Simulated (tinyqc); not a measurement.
# Mean barrier and spread from two temperatures

Problem. For a Gaussian spread of Schottky barriers the apparent height is phi_ap = phi - sg^2/(2 Vt), Vt = kB T/q. Find sg and phi.

Constants: q = 1.602176634e-19 C, kB = 1.380649e-23 J/K. Results are converted to the units shown.

phi_ap(0) at 150 and 300 K (eV): 0.75500541  0.85250271

Solution. phi_ap is linear in 1/(2 Vt) with slope -sg^2 and intercept phi.

sg = 0.0710 eV
phi = 0.950 eV

tinyqc, about 0.01 s, one thread, Intel Xeon 2.30GHz (shared host): `OMP_NUM_THREADS=1 python tinyqc.py 2640083 2640084 out.jsonl`
